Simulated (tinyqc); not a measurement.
# CMOS latch-up, two-transistor model: effect of the temperature

A parasitic pnp (emitter at Vdd, base shunted by Rw) and npn (emitter at ground, base shunted by Rs) feed each other: the npn collector current flows out of the pnp base node, the pnp collector current into the npn base node. Forward-active transistors with constant gains: Icn = Isn exp(Vn/Vt), Icp = Isp (exp(Vp/Vt) - 1). A current Ii is injected into the npn base node.

Isn, Isp and Von are given at 350 K; the currents scale as T^3 exp(-1.12 V/Vt), Von falls by 1.5 mV/K, gains and resistances are fixed. Node equations: Vp/Rw + Icp/bp = Icn and Vn/Rs + Icn/bn = Icp + Ii. Loop gain G = gn gp/[(1/Rw + gp/bp)(1/Rs + gn/bn)], gn = Icn/Vt, gp = (Icp + Isp)/Vt; the off state ends where G = 1, and Ii there is the trigger current. On state with both base-emitter voltages at Von: npn base current Ib = (Von/Rs + bp Von/Rw)/(bn bp - 1), holding current Ih = (bn + 1) Ib + Von/Rs, holding voltage Vh = Vsat + Von + R2 (Ib + Von/Rs).

Values chosen for this exercise; values close to those of bulk CMOS: current gain of the npn bn = 12; current gain of the pnp bp = 3; saturation current of the npn at the reference temperature Isn = 2.5e-13 A; saturation current of the pnp at the reference temperature Isp = 7.3e-13 A; substrate resistance shunting the npn Rs = 120 ohm; well resistance shunting the pnp Rw = 1000 ohm; resistance from the pnp collector to the npn base R2 = 470 ohm; base-emitter voltage in the on state Von = 0.67 V; saturation voltage Vsat = 0.11 V; supply voltage Vdd = 1.2 V.

Constants: q = 1.602176634e-19 C, kB = 1.380649e-23 J/K, Vt = kB T/q. Results are converted to the units shown.

Effect of the temperature:
```
T (K)  Vn at trigger (V)  trigger current (mA)  Ih (mA)  Vh (V)
233               0.8364                 7.023    10.60   4.396
263               0.7899                 6.629    10.04   4.168
293               0.7420                 6.223    9.476   3.940
323               0.6928                 5.805    8.912   3.711
353               0.6423                 5.374    8.347   3.483
383               0.5904                 4.931    7.783   3.255
413               0.5372                 4.474    7.218   3.027
443               0.4826                 4.003    6.654   2.799
```

As T goes from 233 to 443 K, the trigger current falls from 7.02 to 4.00 mA, Ih falls from 10.6 to 6.65 mA and Vh falls from 4.40 to 2.80 V. Vh exceeds the supply Vdd = 1.2 V, which then cannot sustain a latched state, in 8 of the 8 rows.

tinyqc, about 0.04 s, one thread, Intel Xeon 2.30GHz (shared host): `OMP_NUM_THREADS=1 python tinyqc.py 2670013 2670014 out.jsonl`
